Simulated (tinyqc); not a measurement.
Three regimes over temperature: precursor delivery and alloy composition in metal-organic vapour-phase epitaxy. Computed by tinyqc, a small Python program. Command: `OMP_NUM_THREADS=1 python tinyqc.py 3023083 3023084 out.jsonl movpe walk`. One thread of a shared host (Intel(R) Xeon(R) Processor @ 2.30GHz), about 0.01 s of CPU time with the checks.

Carrier gas leaves each bubbler saturated. Group-III species cross a boundary layer and react at the surface; element 2 can also desorb. The film is (1)_(1-x) (2)_x V with a zinc-blende cell.

Inputs (values chosen for the exercise, close to those used for AlGaAs from TMAl and TMGa):

| quantity | value | unit |
|---|---|---|
| source 1: a in log10(p/torr) = a - b/T | 8.22 | - |
| source 1: b | 2134 | K |
| source 1: bath temperature | 21 | C |
| source 1: carrier flow | 4.4 | sccm |
| source 2: a | 8.07 | - |
| source 2: b | 1703 | K |
| source 2: bath temperature | -3 | C |
| source 2: carrier flow | 5.2 | sccm |
| bubbler pressure p_b | 400 | torr |
| group-V hydride flow | 120 | sccm |
| total flow | 15 | slm |
| reactor pressure p | 40 | torr |
| diffusivity D0 at 273.15 K and 760 torr | 0.37 | cm^2/s |
| boundary layer delta | 0.95 | cm |
| prefactor of the surface rate k_s | 5.3e+13 | cm/s |
| energy of k_s | 1.97 | eV |
| prefactor of the loss of element 2 | 3.7e+16 | layers/s |
| energy of the loss | 3.6 | eV |
| lattice constant a | 5.655 | angstrom |

Constants: k_B = 1.380649e-23 J/K; k_B = 8.617333262e-05 eV/K.

Method:
- Temperatures in kelvin are T(C) + 273.15.
- Vapour pressure p_v = 10^(a - b/T); precursor flow = carrier flow x p_v/(p_b - p_v); 1 sccm = 44.615 micromol/min; V/III = hydride flow over the sum of both; gas share x_g = F2/(F1 + F2).
- Partial pressure p_i = p F_i/(44615 x total flow in slm); density n_i = p_i/(k_B T), 1 torr = 133.322 Pa; D = D0 (T/273.15)^1.75 (760/p), h = D/delta, the same for both; k_s = prefactor x exp(-energy/(k_B T)); arrival J_i = n_i/(1/h + 1/k_s); in layers per second g_i = J_i a^2/2 (two group-III sites per a^2 on (001)).
- Loss of element 2 is r x with r = prefactor x exp(-energy/(k_B T)). Then x = (g2 - r x)/(g1 + g2 - r x), or r x^2 - (g1 + g2 + r) x + g2 = 0, smaller root; growth rate G = g1/(1 - x) layers/s; one layer is a/2 thick, 1 angstrom/s = 0.36 um/h.

molar flows (micromol/min): F1 4.63671, F2 39.6284

gas share x_g = 0.895251

Growth:

| T (C) | k_s/h | r (layers/s) | x | G (um/h) |
|---|---|---|---|---|
| 450 | 2.4309e-02 | 3.0135e-09 | 0.89525 | 0.0555 |
| 500 | 1.6705e-01 | 1.2636e-07 | 0.89525 | 0.3519 |
| 550 | 9.0205e-01 | 3.3652e-06 | 0.89525 | 1.2220 |
| 600 | 3.9912e+00 | 6.1543e-05 | 0.89525 | 2.1535 |
| 650 | 1.4950e+01 | 8.2153e-04 | 0.89522 | 2.6312 |
| 700 | 4.8656e+01 | 8.4026e-03 | 0.89497 | 2.8548 |
| 750 | 1.4049e+02 | 6.8472e-02 | 0.89304 | 2.9495 |
| 800 | 3.6600e+02 | 4.5889e-01 | 0.87946 | 2.7243 |
| 850 | 8.7243e+02 | 2.5963e+00 | 0.73797 | 1.2989 |

What does the comparison show, and why?

G peaks at 750 C among these rows. Between the first rows the apparent energy is 1.78 eV, against 1.97 eV for k_s, which controls there; k_s passes h between 550 and 600 C, well above which G depends weakly on T until desorption sets in. Among these rows x stays within 2 % of x_g up to 800 C and then falls, to 0.74 in the last row, as element 2 desorbs. Caution: trimethylaluminium is largely a dimer in the vapour, which would double its metal flow; it is counted as a monomer here. Caution: in these rows, too, a is fixed and both precursors share one D and k_s.

Extremes, crossings and ranges named in words are read from the listed rows.
